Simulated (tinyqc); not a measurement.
CIS and TDHF on RHF in the 3-21g basis, for H3-, spin multiplicity 1, step by step. The basis has no diffuse functions, so it cannot describe the extra electron: this is an exercise in the method, not the real anion. One step of it, computed by the program tinyqc.

Problem. TDHF (RPA) triplet states. B(ia,jb) = - (ib|ja); the squared energies are the eigenvalues of (A - B)(A + B); 1 hartree = 27.211386 eV.

CIS matrix A, triplet (hartree):
```
,1>3,1>4,1>5,1>6,2>3,2>4,2>5,2>6
1>3,0.522525,0.021174,0.002594,0.115240,0.006338,-0.002334,-0.008011,-0.004820
1>4,0.021174,1.064634,0.010868,-0.043610,-0.002334,0.022373,-0.080567,-0.009534
1>5,0.002594,0.010868,1.393850,-0.016216,-0.008011,-0.080567,-0.030934,0.101176
1>6,0.115240,-0.043610,-0.016216,1.687324,-0.004820,-0.009534,0.101176,0.019301
2>3,0.006338,-0.002334,-0.008011,-0.004820,0.068121,0.017362,0.000593,0.056201
2>4,-0.002334,0.022373,-0.080567,-0.009534,0.017362,0.674492,-0.006199,0.022611
2>5,-0.008011,-0.080567,-0.030934,0.101176,0.000593,-0.006199,0.929756,0.014846
2>6,-0.004820,-0.009534,0.101176,0.019301,0.056201,0.022611,0.014846,1.325811
```

Two-electron integrals over orbitals (pq|rs), unique and non-zero (hartree):
```
p,q,r,s,(pq|rs)
1,1,1,1,0.614116
2,1,1,1,-0.013284
2,1,2,1,0.100984
2,2,1,1,0.460996
2,2,2,1,0.013048
2,2,2,2,0.441043
3,1,1,1,0.038526
3,1,2,1,0.002166
3,1,2,2,-0.018588
3,1,3,1,0.067178
3,2,1,1,0.004271
3,2,2,1,-0.045896
3,2,2,2,-0.007720
3,2,3,1,-0.002576
3,2,3,2,0.043902
3,3,1,1,0.423793
3,3,2,1,-0.006338
3,3,2,2,0.360488
3,3,3,1,0.025127
3,3,3,2,0.004309
3,3,3,3,0.380236
4,1,1,1,-0.140451
4,1,2,1,0.009437
4,1,2,2,-0.062069
4,1,3,1,-0.018068
4,1,3,2,-0.001296
4,1,3,3,-0.041213
4,1,4,1,0.091766
4,2,1,1,0.014523
4,2,2,1,-0.001653
4,2,2,2,0.007489
4,2,3,1,0.001422
4,2,3,2,-0.005356
4,2,3,3,0.003733
4,2,4,1,-0.011203
4,2,4,2,0.024682
4,3,1,1,-0.021174
4,3,2,1,0.002334
4,3,2,2,-0.017362
4,3,3,1,0.021931
4,3,3,2,-0.002135
4,3,3,3,0.001052
4,3,4,1,0.021674
4,3,4,2,0.001130
4,3,4,3,0.039626
4,4,1,1,0.519885
4,4,2,1,-0.022373
4,4,2,2,0.392317
4,4,3,1,0.049040
4,4,3,2,0.008085
4,4,3,3,0.387546
4,4,4,1,-0.103707
4,4,4,2,0.010754
4,4,4,3,-0.005029
4,4,4,4,0.475755
5,1,1,1,-0.000567
5,1,2,1,-0.065839
5,1,2,2,-0.012558
5,1,3,1,-0.003113
5,1,3,2,0.023204
5,1,3,3,-0.000435
5,1,4,1,-0.004729
5,1,4,2,0.027409
5,1,4,3,0.001719
5,1,4,4,0.008312
5,1,5,1,0.075794
5,2,1,1,-0.132129
5,2,2,1,-0.006846
5,2,2,2,-0.089489
5,2,3,1,0.008064
5,2,3,2,0.001930
5,2,3,3,-0.047976
5,2,4,1,0.061846
5,2,4,2,-0.002061
5,2,4,3,0.003438
5,2,4,4,-0.085806
5,2,5,1,0.015331
5,2,5,2,0.092066
5,3,1,1,-0.002594
5,3,2,1,0.008011
5,3,2,2,-0.000593
5,3,3,1,0.001943
5,3,3,2,0.005240
5,3,3,3,0.000858
5,3,4,1,0.003876
5,3,4,2,-0.009893
5,3,4,3,0.001330
5,3,4,4,-0.001446
5,3,5,1,-0.017742
5,3,5,2,-0.003252
5,3,5,3,0.013967
5,4,1,1,-0.010868
5,4,2,1,0.080567
5,4,2,2,0.006199
5,4,3,1,0.006431
5,4,3,2,-0.033620
5,4,3,3,-0.003057
5,4,4,1,0.009542
5,4,4,2,-0.007040
5,4,4,3,0.002380
5,4,4,4,-0.017660
5,4,5,1,-0.061478
5,4,5,2,-0.003557
5,4,5,3,0.008856
5,4,5,4,0.075862
5,5,1,1,0.527308
5,5,2,1,0.030934
5,5,2,2,0.473693
5,5,3,1,-0.021110
5,5,3,2,-0.014377
5,5,3,3,0.371998
5,5,4,1,-0.108338
5,5,4,2,0.007517
5,5,4,3,-0.015515
5,5,4,4,0.436809
5,5,5,1,-0.034273
5,5,5,2,-0.154522
5,5,5,3,0.003261
5,5,5,4,0.021870
5,5,5,5,0.583853
6,1,1,1,-0.020736
6,1,2,1,-0.005446
6,1,2,2,0.039484
6,1,3,1,-0.056197
6,1,3,2,0.003944
6,1,3,3,-0.017395
6,1,4,1,0.021190
6,1,4,2,0.002689
6,1,4,3,0.014532
6,1,4,4,-0.034483
6,1,5,1,0.007563
6,1,5,2,-0.037574
6,1,5,3,-0.000915
6,1,5,4,-0.011621
6,1,5,5,0.067227
6,1,6,1,0.099854
6,2,1,1,-0.007078
6,2,2,1,0.058341
6,2,2,2,0.006210
6,2,3,1,0.004411
6,2,3,2,-0.023361
6,2,3,3,-0.002047
6,2,4,1,0.006898
6,2,4,2,-0.016420
6,2,4,3,-0.000415
6,2,4,4,-0.010787
6,2,5,1,-0.057383
6,2,5,2,-0.007080
6,2,5,3,0.017796
6,2,5,4,0.051519
6,2,5,5,0.019631
6,2,6,1,-0.009129
6,2,6,2,0.054632
6,3,1,1,-0.115240
6,3,2,1,0.004820
6,3,2,2,-0.056201
6,3,3,1,-0.026948
6,3,3,2,-0.000865
6,3,3,3,-0.047180
6,3,4,1,0.056585
6,3,4,2,-0.005717
6,3,4,3,0.007484
6,3,4,4,-0.086744
6,3,5,1,0.000038
6,3,5,2,0.042774
6,3,5,3,0.001673
6,3,5,4,0.002978
6,3,5,5,-0.079290
6,3,6,1,0.023289
6,3,6,2,0.002740
6,3,6,3,0.053015
6,4,1,1,0.043610
6,4,2,1,0.009534
6,4,2,2,-0.022611
6,4,3,1,0.063575
6,4,3,2,-0.006327
6,4,3,3,0.025183
6,4,4,1,-0.031012
6,4,4,2,-0.001540
6,4,4,3,-0.000580
6,4,4,4,0.056628
6,4,5,1,-0.011651
6,4,5,2,0.021315
6,4,5,3,0.002102
6,4,5,4,0.016134
6,4,5,5,-0.042708
6,4,6,1,-0.090741
6,4,6,2,0.011951
6,4,6,3,-0.032385
6,4,6,4,0.099876
6,5,1,1,0.016216
6,5,2,1,-0.101176
6,5,2,2,-0.014846
6,5,3,1,0.000008
6,5,3,2,0.052539
6,5,3,3,0.007653
6,5,4,1,-0.013843
6,5,4,2,0.020831
6,5,4,3,-0.000711
6,5,4,4,0.026515
6,5,5,1,0.090889
6,5,5,2,0.012785
6,5,5,3,-0.016340
6,5,5,4,-0.093037
6,5,5,5,-0.041043
6,5,6,1,0.004759
6,5,6,2,-0.079042
6,5,6,3,-0.006959
6,5,6,4,-0.010235
6,5,6,5,0.139683
6,6,1,1,0.621240
6,6,2,1,-0.019301
6,6,2,2,0.465044
6,6,3,1,0.044180
6,6,3,2,0.007153
6,6,3,3,0.428644
6,6,4,1,-0.166681
6,6,4,2,0.017975
6,6,4,3,-0.029921
6,6,4,4,0.536472
6,6,5,1,0.003785
6,6,5,2,-0.146864
6,6,5,3,-0.004463
6,6,5,4,-0.016674
6,6,5,5,0.549249
6,6,6,1,-0.031840
6,6,6,2,-0.012007
6,6,6,3,-0.135523
6,6,6,4,0.057670
6,6,6,5,0.026210
6,6,6,6,0.685057
```

Give: TDHF matrix B, triplet; squared energies w^2; TDHF energies from the positive w^2.

Solution.

TDHF matrix B, triplet (hartree):
```
,1>3,1>4,1>5,1>6,2>3,2>4,2>5,2>6
1>3,-0.067,0.018,0.003,0.056,0.003,0.001,-0.023,-0.004
1>4,0.018,-0.092,0.005,-0.021,-0.001,0.011,-0.027,-0.003
1>5,0.003,0.005,-0.076,-0.008,-0.008,-0.062,-0.015,0.038
1>6,0.056,-0.021,-0.008,-0.100,-0.004,-0.007,0.057,0.009
2>3,0.003,-0.001,-0.008,-0.004,-0.044,0.005,-0.002,0.023
2>4,0.001,0.011,-0.062,-0.007,0.005,-0.025,0.002,0.016
2>5,-0.023,-0.027,-0.015,0.057,-0.002,0.002,-0.092,0.007
2>6,-0.004,-0.003,0.038,0.009,0.023,0.016,0.007,-0.055
```

squared energies w^2 (hartree^2): 0.002  0.250  0.433  0.765  1.185  1.585  2.160  2.936

TDHF energies from the positive w^2 (eV): 1.210  13.608  17.913  23.802  29.620  34.259  39.992  46.628
